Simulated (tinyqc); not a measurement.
Worked calculation: Stoner model of a band ferromagnet. Values are carried at full precision from step to step, so a last printed digit may differ when a step is redone from the rounded ones.

Density of states per atom and spin: flat with a rise to the top, D(e) = (M/W) [1 - sp + 4 sp (e/W + 1/2)^3]. Levels e -/+ I m/2 for up and down spin, m = n_up - n_down, n_up + n_down = nd. At zero temperature e(N) is the energy below which N states lie, and E(m) = sum over spins of integral e D de - I m^2/4.

Parameters, chosen for this exercise:
- W = 4.3 eV (band width, e from -W/2 to W/2)
- M = 5 (states per atom and spin)
- nd = 7.89 (electrons per atom)
- sp = 0.57 (shape parameter)
- I = 0.47 eV (Stoner parameter)

## The paramagnetic state and the Stoner criterion

Find EF from nd/2 states per spin, D(EF) and the product I D(EF); below 1 the susceptibility is enhanced by 1/(1 - I D).

EF = 1.7766 eV
D(EF) = 2.5187 1/eV
I D(EF) = 1.1838

The paramagnet is unstable.

## Energy against moment

Tabulate the splitting that the band needs, e(n_up) - e(n_down), against I m, and E(m) - E(0), at nine moments up to saturation m_max = min(nd, 2M - nd).

Energy curve:
```
m      e(n_up) (eV)  e(n_down) (eV)  difference (eV)  I m (eV)  E - E(0) (meV)
0.000        1.7766          1.7766           0.0000    0.0000             0.0
0.264        1.8281          1.7234           0.1048    0.1240            -1.3
0.527        1.8781          1.6684           0.2097    0.2479            -5.1
0.791        1.9266          1.6114           0.3152    0.3719           -11.3
1.055        1.9737          1.5524           0.4214    0.4959           -20.0
1.319        2.0196          1.4910           0.5285    0.6198           -30.9
1.583        2.0642          1.4273           0.6369    0.7438           -44.0
1.846        2.1076          1.3608           0.7468    0.8677           -59.0
2.110        2.1500          1.2914           0.8586    0.9917           -75.8
```

dE/dm is half of (difference - I m), so E falls wherever I m exceeds the difference.

## The ground state

Take the lowest of E(0), the stationary points e(n_up) - e(n_down) = I m, and saturation.

m = 2.110 muB
exchange splitting I m = 0.992 eV
E - E(0) = -75.8 meV

n_up, n_down: 5.000  2.890

The moment is saturated (a strong ferromagnet): the majority band is full.

## Checks

- States in the band over M against 1: both 1.000000.

tinyqc: `OMP_NUM_THREADS=1 python tinyqc.py 1680517 1680518 out.jsonl`; about 0.3 s, one thread, shared Intel(R) Xeon(R) Processor @ 2.30GHz.
